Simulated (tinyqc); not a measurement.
Worked calculation: empirical pseudopotential in a few plane waves. Computed by tinyqc, a small Python program that keeps every step. Settings: plane-wave index or count = 15. Command: `OMP_NUM_THREADS=1 python tinyqc.py 27242 27243 out.jsonl` (the two numbers bound the seeds that draw the settings). One thread of a shared host (Intel(R) Xeon(R) Processor @ 2.60GHz), about 0.2 s of CPU time with the checks.

## Bloch Hamiltonian at k

Parameters chosen for this model: fcc lattice, atoms at +/- a/8 (1,1,1); form factors in rydberg at |G|^2 in units of (2 pi/a)^2:

| parameter | value | unit |
|---|---|---|
| a | 5.690000 | angstrom |
| VS(3) | -0.234000 | Ry |
| VS(8) | 0.057000 | Ry |
| VS(11) | 0.047000 | Ry |
| VA(3) | 0 | Ry |
| VA(4) | 0 | Ry |
| VA(11) | 0 | Ry |
| hbar^2/2m (2 pi/a)^2 | 4.645775 | eV |

k point k (2 pi / a): 0.550000  -0.420000  0.440000

Basis: the 15 shortest G (labels in 2 pi/a), the same at every k. H(G,G') = c |k + G|^2 delta + VS(|G-G'|^2) cos((G-G').tau) + i VA sin((G-G').tau), tau = a/8 (1,1,1); 1 Ry = 13.605693 eV.

H(k) at k (eV), lower triangle:
```
           +0+0+0     -1-1-1     -1-1+1     -1+1-1     -1+1+1     +1-1-1     +1-1+1     +1+1-1
+0+0+0   3.124283
-1-1-1   2.251239  11.765424
-1-1+1  -2.251239   0.000000  19.941987
-1+1-1  -2.251239   0.000000   0.775525   3.960523
-1+1+1  -2.251239  -0.775525   0.000000   0.000000  12.137086
+1-1-1  -2.251239   0.000000   0.775525   0.775525   0.000000  21.986128
+1-1+1  -2.251239  -0.775525   0.000000   0.000000   0.775525   0.000000  30.162691
+1+1-1  -2.251239  -0.775525   0.000000   0.000000   0.775525   0.000000   0.775525  14.181227
+1+1+1   2.251239   0.000000  -0.775525  -0.775525   0.000000  -0.775525   0.000000   0.000000
-2+0+0   0.000000  -2.251239  -2.251239  -2.251239   2.251239   0.452172  -0.452172  -0.452172
+0-2+0   0.000000  -2.251239  -2.251239   0.452172  -0.452172  -2.251239   2.251239  -0.452172
+0+0-2   0.000000  -2.251239   0.452172  -2.251239  -0.452172  -2.251239  -0.452172   2.251239
+0+0+2   0.000000  -0.452172   2.251239  -0.452172  -2.251239  -0.452172  -2.251239   0.452172
+0+2+0   0.000000  -0.452172  -0.452172   2.251239  -2.251239  -0.452172   0.452172  -2.251239
+2+0+0   0.000000  -0.452172  -0.452172  -0.452172   0.452172   2.251239  -2.251239  -2.251239

           +1+1+1     -2+0+0     +0-2+0     +0+0-2     +0+0+2     +0+2+0     +2+0+0
+1+1+1  22.357790
-2+0+0  -0.452172  11.486678
+0-2+0  -0.452172   0.775525  29.512283
+0+0-2  -0.452172   0.775525   0.775525  13.530818
+0+0+2  -2.251239  -0.775525  -0.775525   0.000000  29.883945
+0+2+0  -2.251239  -0.775525   0.000000  -0.775525   0.775525  13.902480
+2+0+0  -2.251239   0.000000  -0.775525  -0.775525   0.775525   0.775525  31.928085
```

## Levels at k

Diagonalise the Hermitian matrix.

eigenvalues (eV): 0.033323  3.203475  8.521803  8.789681  12.041457  13.953112  14.117975  19.107005  19.669835  21.149578  22.351872  28.693189  30.355234  31.530293  36.343596

## Bands along a path

The same steps at evenly spaced points between the labelled ones.

Bands along the path (eV), lowest eight:

| k | band 1 | band 2 | band 3 | band 4 | band 5 | band 6 | band 7 | band 8 |
|---|---|---|---|---|---|---|---|---|
| L | 0.104512 | 3.086373 | 8.850852 | 8.850852 | 11.753957 | 14.017878 | 14.017878 | 18.965086 |
| L-G 0.33 | -0.919917 | 4.660257 | 8.966020 | 8.966020 | 11.869707 | 14.006291 | 14.006291 | 18.030976 |
| L-G 0.67 | -1.862336 | 7.427276 | 9.449238 | 9.449238 | 12.384468 | 13.757760 | 13.757760 | 15.167461 |
| G | -2.196323 | 9.824198 | 9.824198 | 9.824198 | 12.178422 | 13.161799 | 13.161799 | 13.161799 |
| G-X 0.33 | -1.748065 | 7.484534 | 8.843412 | 8.843412 | 12.438933 | 13.977445 | 14.863970 | 14.863970 |
| G-X 0.67 | -0.422688 | 4.553452 | 7.791785 | 7.791785 | 11.690340 | 12.489940 | 18.002087 | 18.002087 |
| X | 1.714309 | 1.994458 | 7.537899 | 7.537899 | 11.426697 | 11.896427 | 21.655929 | 21.655929 |

With 4 band(s) filled, the highest filled level on these points lies at G and the lowest empty one at X: a gap of 1.6025 eV, indirect. This holds for the small fixed basis; with all plane waves up to |k + G|^2 = 21 (2 pi/a)^2 the gap along the path is 1.12 eV.

## Convergence with the number of plane waves

Levels at G counted from the fourth one.

Levels (eV):

| plane waves | level 1 | level 5 | level 8 |
|---|---|---|---|
| 9 | -15.358122 | 0.000000 | 3.102098 |
| 15 | -12.020521 | 2.354223 | 3.337601 |
| 27 | -11.546180 | 2.879897 | 3.093211 |
| 51 | -11.647613 | 2.938809 | 3.137084 |
| 59 | -11.675903 | 2.935180 | 2.978018 |
| 65 | -11.682120 | 2.935180 | 2.951673 |
| 89 | -11.647451 | 2.911729 | 2.977373 |
